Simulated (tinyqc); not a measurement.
Gate sweep: gated graphene: carriers, quantum capacitance and optical conductivity.

Cones E = +/- hv |k|, four flavours, D(E) = 2|E|/(pi hv^2). n = (2/pi)(kT/hv)^2 F_1(mu/kT), p = (2/pi)(kT/hv)^2 F_1(-mu/kT), in 1/angstrom^2 (1e16 for 1/cm^2); F_1(eta) = integral_0^infinity x dx/(1 + exp(x - eta)). Cq/e^2 = d(n - p)/d mu = (2 kT/(pi hv^2)) ln(2 + 2 cosh(mu/kT)).

Gate: V = mu/e + e (n - p)/Cox with Cox/e^2 = k/(4 pi e2 t), t in angstrom, e2 = e^2/(4 pi eps0); 1/(eV angstrom^2) in C/e^2 equals 1602.176634 microfarad/cm^2; total 1/C = 1/Cox + 1/Cq.

Constants: kB = 8.617333262e-05 eV/K; e^2/(4 pi eps0) = 14.39964547 eV angstrom.

Parameters, chosen for this exercise (Fermi velocity near that of graphene, gate dielectric near SiO2; not measured data): hv = 6.26 eV angstrom (hbar vF); T = 400 K; k = 3.78 (dielectric constant of the gate layer); t = 30 nm (its thickness).

Results:

| V (V) | mu (eV) | n - p (1/cm^2) | n + p (1/cm^2) | Cq (microfarad/cm^2) | C/Cox | Cox V/e (1/cm^2) |
|---|---|---|---|---|---|---|
| 0 | 0.0000 | 0 | 3.18e+11 | 1.24 | 0.918 | 0 |
| 0.065 | 0.0053 | 4.15e+10 | 3.20e+11 | 1.25 | 0.918 | 4.53e+10 |
| 0.17 | 0.0139 | 1.09e+11 | 3.33e+11 | 1.28 | 0.920 | 1.18e+11 |
| 0.43 | 0.0337 | 2.76e+11 | 4.10e+11 | 1.45 | 0.929 | 2.99e+11 |
| 0.86 | 0.0610 | 5.56e+11 | 6.20e+11 | 1.87 | 0.944 | 5.99e+11 |
| 1.5 | 0.0921 | 9.80e+11 | 1.01e+12 | 2.52 | 0.958 | 1.04e+12 |
| 2.1 | 0.1152 | 1.38e+12 | 1.40e+12 | 3.06 | 0.965 | 1.46e+12 |
| 3.2 | 0.1493 | 2.12e+12 | 2.13e+12 | 3.91 | 0.972 | 2.23e+12 |
| 4.7 | 0.1866 | 3.14e+12 | 3.14e+12 | 4.86 | 0.978 | 3.27e+12 |

At neutrality n + p = 3.18e+11 1/cm^2 of thermal carriers remain and C/Cox = 0.918; at the last row C/Cox = 0.978 and the plain capacitor rule overstates n - p by 4.1 %. Between the last two rows mu goes as V^0.58; for |mu| well above kT the limits are 1/2 where Cox is small against Cq and 1 where it is large.

tinyqc: `OMP_NUM_THREADS=1 python tinyqc.py 1651691 1651692 out.jsonl`; about 0.01 s, one thread, shared Intel(R) Xeon(R) Processor @ 2.30GHz.
